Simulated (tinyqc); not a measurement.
Electromigration in a confined line: Blech product, Korhonen stress evolution and Black's law: one step, computed by the program tinyqc. Command: `OMP_NUM_THREADS=1 python tinyqc.py 3005557 3005558 out.jsonl emigr walk`. One thread of a shared host (Intel(R) Xeon(R) Processor @ 2.30GHz), about 0.01 s of CPU time with the checks.

The electron wind pushes atoms from the cathode (x = 0) to the anode (x = L); blocking ends build a back stress (tension positive). The input rho is taken not to change with temperature. d sigma/dt = d/dx [kappa (d sigma/dx + G)], with zero flux at both ends and sigma = 0 at t = 0.

Question. Driving force and diffusivities. G = Z* e rho j/Omega; D = D0 exp(-E/(k_B T)); kappa = D B Omega/(k_B T); drift velocity of an unconfined line v = D Z* e rho j/(k_B T). SI: 1 micro-ohm cm = 1e-8 ohm m, 1 MA/cm^2 = 1e10 A/m^2. Temperatures in kelvin are T(C) + 273.15.

Inputs (values chosen for the exercise, close to those used for aluminium lines):
```
quantity                      value          unit
resistivity rho                3.69  micro-ohm cm
atomic volume Omega            16.6    angstrom^3
effective charge number Z*      7.1             -
prefactor D0                1.2e-07         m^2/s
activation energy E           0.709            eV
effective modulus B              39           GPa
current density j              0.85       MA/cm^2
test temperature T              210             C
```

Start: stress-free.

Constants: e = 1.602176634e-19 C; k_B = 8.617333262e-05 eV/K; k_B = 1.380649e-23 J/K.

Give: stress gradient G; diffusivity D; kappa; drift velocity.

Answer.

stress gradient G = 21.49 MPa/um

diffusivity D = 4.826e-15 m^2/s

kappa = 4.683e-13 m^2/s

drift velocity = 929.2 nm/h
